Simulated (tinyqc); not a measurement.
From results back to parameters: Kronig-Penney superlattice by transfer matrices. Three cases, with inputs chosen for the exercise.

Problem. The bottom of the first miniband was computed from a hidden barrier width b.

Wells (width a, potential 0, mass mw) alternate with barriers (width b, height V0, mass mb); period d = a + b; c = hbar^2/2m0. The vector (psi, psi'/m) is continuous, and a layer of thickness t carries it by M = [[cos kt, (m/k) sin kt], [-(k/m) sin kt, cos kt]] with k = sqrt(m (E - V)/c); for E < V, k = i kappa gives [[cosh, (m/kappa) sinh], [(kappa/m) sinh, cosh]] of kappa t. A Bloch state obeys cos(q d) = tr(Mb Mw)/2.

Constants: hbar^2/2m0 = 3.80998211 eV angstrom^2.

Find: k; kappa; tanh(kappa b/2); b.

Method. At q = 0 the lowest state is even about the centres of well and barrier: cos(kz) joins cosh, so (k/mw) tan(k a/2) = (kappa/mb) tanh(kappa b/2), which gives b.

Case 1.

Values chosen (near those of a GaAs superlattice with barriers of AlGaAs; shifted at random, so the results belong to these values and not to a real crystal): a = 40 angstrom (well width); V0 = 0.283 eV (barrier height); mw = 0.0689 m0 (mass in the wells); mb = 0.096 m0 (mass in the barriers).

bottom of band 1 = 0.0748804 eV

Solution.

k = 0.03680 1/angstrom
kappa = 0.07242 1/angstrom
tanh(kappa b/2) = 0.6413
b = 21.0 angstrom

Case 2.

Values chosen (near those of an InGaAs superlattice with barriers of InAlAs; shifted at random, so the results belong to these values and not to a real crystal): a = 106 angstrom (well width); V0 = 0.507 eV (barrier height); mw = 0.0414 m0 (mass in the wells); mb = 0.0738 m0 (mass in the barriers).

bottom of band 1 = 0.0437314 eV

Solution.

k = 0.02180 1/angstrom
kappa = 0.09473 1/angstrom
tanh(kappa b/2) = 0.9299
b = 35.0 angstrom

Case 3.

Values chosen (near those of a strained Si superlattice with barriers of SiGe; shifted at random, so the results belong to these values and not to a real crystal): a = 35 angstrom (well width); V0 = 0.179 eV (barrier height); mw = 0.912 m0 (mass in the wells); mb = 0.907 m0 (mass in the barriers).

bottom of band 1 = 0.0151231 eV

Solution.

k = 0.06017 1/angstrom
kappa = 0.19752 1/angstrom
tanh(kappa b/2) = 0.5317
b = 6.0 angstrom

Computed by tinyqc, one run a case: `OMP_NUM_THREADS=1 python tinyqc.py N N+1 out.jsonl` with N = 1251687, 1251701, 1251820; one thread of a shared Intel(R) Xeon(R) Processor @ 2.30GHz, about 0.07 s a run at most.
